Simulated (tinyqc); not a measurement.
Hydrogen passivation of interface dangling bonds: competing passivation and dissociation with distributed barriers: one step, computed by the program tinyqc.

P_b + H2 gives P_bH + H at the rate k_f [H2]; P_bH gives P_b + H at the rate k_d. All defects start unpassivated. E_f and E_d are Gaussian and independent.

Problem. Single barriers. [H2] = solubility factor x p; a = k_f0 [H2] exp(-E_f/(k_B T)), d = k_d0 exp(-E_d/(k_B T)). For one pair of barriers the active share is y = [d + a exp(-(a + d) t)]/(a + d). Temperatures in kelvin are T(C) + 273.15.

Inputs (values chosen for the exercise, close to those used for P_b centres at the silicon-oxide interface):
```
quantity                                      value          unit
passivation prefactor k_f0                  3.7e-08        cm^3/s
mean passivation barrier E_f                   1.54            eV
spread sigma_f                                0.057            eV
dissociation prefactor k_d0                 1.9e+12           1/s
mean dissociation barrier E_d                  2.69            eV
spread sigma_d                                0.077            eV
H2 in the oxide per atm, solubility factor  6.6e+17  1/(cm^3 atm)
hydrogen pressure p                            0.03           atm
anneal temperature T                            600             C
anneal time t                                   410             s
```

Constants: k_B = 8.617333262e-05 eV/K.

Give: passivation rate a; dissociation rate d; a t; steady active share d/(a + d); active share, single barriers.

Solution.

passivation rate a = 0.94638 1/s

dissociation rate d = 5.6521e-04 1/s

a t = 388.01

steady active share d/(a + d) = 5.9688e-04

active share, single barriers = 5.9688e-04

Passivation has run its course, and the balance with dissociation sets the remainder. Caution: single-barrier shares below about 1e-3 are formal; measured passivation levels off well above them.
